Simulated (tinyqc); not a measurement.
Plane-wave Kohn-Sham cycle with exchange-only LDA in a layered model solid, step by step. One step of it, computed by the program tinyqc.

Task: Iteration 2: Hamiltonian at one k. H(m,m') = (k + G_m)^2/2 delta + V(G_m - G_m'), with V(-G) = V(G).

A solid whose potential varies along x alone (atomic units):
```
parameter                      value
period a                   15.700000
cross-section of the cell  14.000000
electrons per cell                 2
grid points                       16
plane waves -n..n, n               3
k points                           2
V1 in V1 cos(2 pi x/a)     -0.410000
```

V(G_m), m = 0, 1, 2, ... (hartree): -0.178847  0.230622  0.051829  0.009967  0.003087  0.000646  -0.000108

k = 0.250000 2 pi / a

Give: H.

Result:

H (hartree), lower triangle:
```
         -3      -2       -1       +0       +1      +2      +3
-3   0.4268
-2   0.2306  0.0664
-1   0.0518  0.2306  -0.1338
+0   0.0100  0.0518   0.2306  -0.1738
+1   0.0031  0.0100   0.0518   0.2306  -0.0537
+2   0.0006  0.0031   0.0100   0.0518   0.2306  0.2266
+3  -0.0001  0.0006   0.0031   0.0100   0.0518  0.2306  0.6670
```
